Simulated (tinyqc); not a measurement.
# Read current of a NAND string, cells in series solved by shooting: two studies

Cells in series, numbered from 0 at the source line (0 V) to the bit line, each followed by a gap resistance Rg. A cell with gate Vg, threshold VT, source Vs and drain Vd passes I = 2 nf K Vt^2 [F(Vs) - F(Vd)]/(1 + th max(Vg - VT, 0)), F(V) = ln^2(1 + exp((Vg - VT - nf V)/(2 nf Vt))). The selected cell has Vg = Vr, the others Vg = Vp.

Values chosen for this exercise; values of the order met in vertical NAND strings: temperature T = 358 K; gain factor of a cell K = 8.3 uA/V^2; slope factor nf = 2.5; mobility reduction factor th = 0.08 1/V; resistance of the gap between cells Rg = 2 kohm; bit-line voltage Vbl = 0.7 V; pass voltage Vp = 6.7 V; threshold of an erased cell Ve = -1.4 V; threshold of the highest state Vh = 4.2 V; threshold of the selected cell Vx = 0.7 V; sensing current Is = 50 nA; read voltage on the selected word line Vr = 2.3 V.

Constants: q = 1.602176634e-19 C, kB = 1.380649e-23 J/K, Vt = kB T/q. Results are converted to the units shown.

Each table varies one quantity; the others keep the values above.

## Read current against the number of cells

For a trial current I start at 0 V and, cell by cell, solve for the drain: sqrt(F(Vd)) = sqrt(F(Vs) - I/k), k = 2 nf K Vt^2/(1 + th max(Vg - VT, 0)), Vd = [Vg - VT - 2 nf Vt ln(exp(sqrt F) - 1)]/nf, then add I Rg. The string current is the I for which the last node reaches Vbl. The apparent threshold is the Vr at which I = Is. Background: all other cells erased (VT = Ve) or all in the highest state (VT = Vh); ratio and shift are high over erased and high minus erased. The selected cell is in the middle, cell n/2.

Read current against the number of cells:

| n | I, others erased (uA) | I, others high (uA) | ratio | apparent VT, erased (V) | apparent VT, high (V) | background shift (mV) |
|---|---|---|---|---|---|---|
| 8 | 1.736 | 0.8613 | 0.4961 | 0.8276 | 0.8446 | 17.00 |
| 16 | 1.108 | 0.4554 | 0.4109 | 0.8410 | 0.8753 | 34.33 |
| 32 | 0.6371 | 0.2338 | 0.3670 | 0.8679 | 0.9380 | 70.09 |
| 64 | 0.3431 | 0.1184 | 0.3451 | 0.9220 | 1.068 | 146.4 |
| 96 | 0.2347 | 0.07929 | 0.3379 | 0.9764 | 1.207 | 230.2 |
| 128 | 0.1783 | 0.05959 | 0.3342 | 1.031 | 1.365 | 333.8 |

With erased neighbours the current falls from 1.74 to 0.178 uA, as n^(-0.65) between the first two rows and n^(-0.96) between the last two (-1 once the series resistance rules). The ratio falls from 0.496 to 0.334 and the background shift rises from 17.0 to 334 mV.

## Effect of the bit-line voltage

Same model as above.

The string has 32 cells and the selected one is cell 16.

Effect of the bit-line voltage:

| Vbl (V) | I, others erased (uA) | I, others high (uA) | ratio | apparent VT, erased (V) | apparent VT, high (V) | background shift (mV) |
|---|---|---|---|---|---|---|
| 0.1 | 0.1078 | 0.04894 | 0.4542 | 0.9183 | 3.923 | 3005 |
| 0.2 | 0.2108 | 0.09274 | 0.4400 | 0.8703 | 0.9531 | 82.78 |
| 0.3 | 0.3087 | 0.1314 | 0.4256 | 0.8680 | 0.9389 | 70.86 |
| 0.4 | 0.4011 | 0.1648 | 0.4109 | 0.8679 | 0.9381 | 70.13 |
| 0.5 | 0.4873 | 0.1930 | 0.3961 | 0.8679 | 0.9380 | 70.09 |
| 0.6 | 0.5664 | 0.2160 | 0.3814 | 0.8679 | 0.9380 | 70.09 |
| 0.7 | 0.6371 | 0.2338 | 0.3670 | 0.8679 | 0.9380 | 70.09 |
| 0.8 | 0.6970 | 0.2463 | 0.3534 | 0.8679 | 0.9380 | 70.09 |

As Vbl goes from 0.1 to 0.8 V, the current with erased neighbours rises from 0.108 to 0.697 uA, that with high neighbours rises from 0.0489 to 0.246 uA and the ratio falls from 0.454 to 0.353. The background shift falls from 3000 to 70.1 mV.

Program tinyqc, `OMP_NUM_THREADS=1 python tinyqc.py 2142267 2142268 out.jsonl`; Intel Xeon 2.30GHz, shared host, one thread, about 0.4 s.
